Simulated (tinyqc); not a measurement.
Pariser-Parr-Pople SCF with singles CI, for the molecule O=C1C=CC(=O)C=C1 (SMILES; centres numbered as the heavy atoms are written), step by step. One step of it, computed by the program tinyqc.

Problem. Iteration 1: orbitals and new P. Diagonalise F (the basis is taken as orthonormal) and form P = 2 sum c c over the lowest orbitals.

F (eV), lower triangle:
```
,1O,2C,3C,4C,5C,6O,7C,8C
1O,-8.335000
2C,-4.700117,-5.465000
3C,0.000000,-3.482916,-5.465000
4C,0.455350,0.000000,-4.424222,-5.465000
5C,0.000000,0.192861,0.000000,-3.482916,-5.465000
6O,-0.516925,0.000000,0.455350,0.000000,-4.700117,-8.335000
7C,0.455350,0.000000,0.293121,0.000000,-3.482916,0.000000,-5.465000
8C,0.000000,-3.482916,0.000000,0.293121,0.000000,0.455350,-4.424222,-5.465000
```

pi electrons, sum of z_r less the charge = 8

Give: orbital energies; P after iteration 1.

Solution.

orbital energies (eV): -13.968  -12.792  -10.182  -9.832  -4.384  -0.748  0.079  2.366

P after iteration 1, lower triangle:
```
,1O,2C,3C,4C,5C,6O,7C,8C
1O,1.253
2C,0.797,0.826
3C,0.019,0.392,0.960
4C,-0.289,0.086,0.855,0.960
5C,-0.098,-0.062,0.086,0.392,0.826
6O,0.351,-0.098,-0.289,0.019,0.797,1.253
7C,-0.289,0.086,-0.145,-0.040,0.392,0.019,0.960
8C,0.019,0.392,-0.040,-0.145,0.086,-0.289,0.855,0.960
```
